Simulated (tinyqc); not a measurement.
Ratio and sensitivities against delay: time-domain thermoreflectance: layered heat flow under a modulated pulse train, and what the signal ratio measures. Computed by tinyqc, a small Python program. Command: `OMP_NUM_THREADS=1 python tinyqc.py 3111714 3111715 out.jsonl tdtr walk`. One thread of a shared host (Intel(R) Xeon(R) Processor @ 2.30GHz), about 0.2 s of CPU time with the checks.

Pulses repeat at 80 MHz; heat is laid down at the surface, all layers are isotropic, and the film is in perfect contact with the substrate.

Inputs (values chosen for the exercise, modelled on aluminium on sapphire):
```
quantity,value,unit
metal thickness d,120,nm
metal conductivity,140,W/(m K)
metal heat capacity,2.42,MJ/(m^3 K)
boundary conductance G under the metal,84,MW/(m^2 K)
film thickness,42,nm
film conductivity,2.6,W/(m K)
film heat capacity,2.8,MJ/(m^3 K)
substrate conductivity kappa,35.1,W/(m K)
substrate heat capacity C,3.08,MJ/(m^3 K)
modulation frequency f,1,MHz
"spot radius w (1/e^2, pump and probe)",3.9,micrometre
```

Stack: metal, film, substrate.

Method:
- For radial wave number k and angular frequency W each layer has u = sqrt(4 pi^2 k^2 + i W C/kappa) and gamma = kappa u. Surface impedance from below: Z = 1/gamma for the substrate; a layer of thickness L maps Z to (Z + tanh(u L)/gamma)/(1 + gamma Z tanh(u L)); a boundary adds 1/G.
- Response per absorbed watt H(W) = 2 pi int_0^(2/w) Z(k, W) exp(-pi^2 k^2 w^2) k dk by 20 Gauss-Legendre points.
- Signal: X + iY = sum_(m = -M..M) H(2 pi (f + m f_r)) exp(i 2 pi m f_r t) exp(-pi (m/M)^2 x 4), f_r = 80 MHz, M = 4000, with H(-W) the complex conjugate of H(W); V_in = X, V_out = Y, ratio = -V_in/V_out.
- Sensitivity S = ln(ratio'/ratio)/ln(1.01) for a rise of one input by 1 %.

Ratio and sensitivities:
```
t (ps),ratio,S to kappa,S to G,S to d,S to C,S to w,S to film conductivity
100,3.9011,0.47428,-0.04876,-0.30741,0.15863,-0.63238,-0.05610
200,3.7553,0.46994,-0.06009,-0.44773,0.15412,-0.62508,-0.06139
400,3.6451,0.46606,-0.07404,-0.42632,0.15044,-0.61698,-0.06772
800,3.4682,0.45943,-0.09074,-0.37954,0.14416,-0.60274,-0.08025
1500,3.2211,0.44905,-0.10799,-0.31377,0.13412,-0.58124,-0.10223
2500,2.9355,0.43473,-0.12488,-0.23685,0.11971,-0.55503,-0.13142
4000,2.5927,0.41373,-0.14290,-0.14263,0.09756,-0.52241,-0.16665
```

What follows from these numbers?

The largest sensitivity in size at 100 ps is to w (-0.63). At 400 ps an error of 3 % in d passes on as 3 % in kappa.

Extremes, crossings and ranges named in words are read from the listed rows.
